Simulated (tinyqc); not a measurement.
Pressure-driven transition between two phases with analytic equations of state: one step, computed by the program tinyqc.

Each phase obeys E = E0 + (B0 V/B') [(V0/V)^B'/(B' - 1) + 1] - B0 V0/(B' - 1), P = (B0/B') [(V0/V)^B' - 1]; E0 = 0 for phase 1 and Delta E0 for phase 2. H = E + P V.

Question. Shift with temperature. Start from P = Delta E0/(V0 of phase 1 - V0 of phase 2); at each P solve P(V) = P for both phases and step P(new) = P - (H_2 - H_1)/(V_2 - V_1); stop when |H_2 - H_1| < 1e-10 eV. At the zero-temperature transition the volume change is V_2/V_1 - 1 and the work is P (V_1 - V_2). At T the condition is H_2 - H_1 - T Delta S = 0, with Delta S constant and thermal expansion left out; the Clausius-Clapeyron slope is dP/dT = Delta S/(V_2 - V_1) at the zero-temperature point.

Inputs (values chosen for the exercise, for two model phases):

| quantity | value | unit |
|---|---|---|
| volume V0 of phase 1 | 24.7 | angstrom^3/atom |
| B0 of phase 1 | 26.3 | GPa |
| B' of phase 1 | 3.84 | - |
| volume V0 of phase 2 | 19.9 | angstrom^3/atom |
| B0 of phase 2 | 27.6 | GPa |
| B' of phase 2 | 4.3 | - |
| energy of phase 2 above phase 1, Delta E0 | 0.0091 | eV/atom |
| entropy of phase 2 less phase 1, Delta S | -0.44 | k_B/atom |
| temperature T | 1200 | K |

Equation of state: Murnaghan.

V_2 at the transition = 19.68574 angstrom^3

V_1 at the transition = 24.42059 angstrom^3

transition pressure = 0.3058380 GPa

Constants: k_B = 8.617333262e-05 eV/K; 1 eV/angstrom^3 = 160.2176634 GPa.

Give: Clapeyron slope; transition pressure at T; linear estimate at T.

Answer.

Clapeyron slope = 1.283 MPa/K

transition pressure at T = 1.897 GPa

linear estimate at T = 1.845 GPa

The dense phase has the lower entropy, so heating raises the transition pressure. Caution: a constant Delta S holds only at high temperature; it vanishes as T goes to 0, so the shift counted from T = 0 is somewhat too large.
